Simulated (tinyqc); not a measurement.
Orbital energy against energy difference: ionisation energy by orbital energies and by energy differences in the cc-pvdz basis, for H4, spin multiplicity 1. Computed by the program tinyqc with PySCF. The cation is unrestricted; errors are against CCSD(T) in this basis, not against experiment.

Geometry (angstrom):

| atom | x | y | z |
|---|---|---|---|
| H | 0.0000 | 0.0000 | 0.0000 |
| H | 0.0000 | 0.0000 | 0.7160 |
| H | 0.0000 | 0.9730 | 0.0000 |
| H | 0.0000 | 0.9730 | 0.7160 |

CCSD(T) difference in the same basis = 9.8293 eV

IP-EOM-CCSD = 9.8398 eV

First vertical ionisation energy (eV):

| method | -e(HOMO) | E(cation) - E | error of -e(HOMO) | error of the difference |
|---|---|---|---|---|
| HF | 9.680 | 8.90361 | -0.149 | -0.926 |
| LDA | 4.943 | 9.73887 | -4.887 | -0.090 |
| PBE | 4.988 | 9.74699 | -4.841 | -0.082 |
| B3LYP | 6.195 | 9.92489 | -3.635 | 0.096 |
| PBE0 | 6.338 | 9.74693 | -3.491 | -0.082 |
| CAM-B3LYP | 7.814 | 9.86486 | -2.015 | 0.036 |
| LC-wPBE | 9.184 | 9.79770 | -0.646 | -0.032 |

What does the comparison show, and why?

Koopmans errs by -0.15 eV and Delta-HF by -0.93 eV: relaxation, 0.78 eV, lowers the value and the missing correlation difference works against it. The PBE level is off by -4.8 eV through the wrong tail of its potential, though its energy difference is off by -0.08 eV; exact exchange deepens the level, and among the orbital energies HF comes closest; among the differences LC-wPBE does.
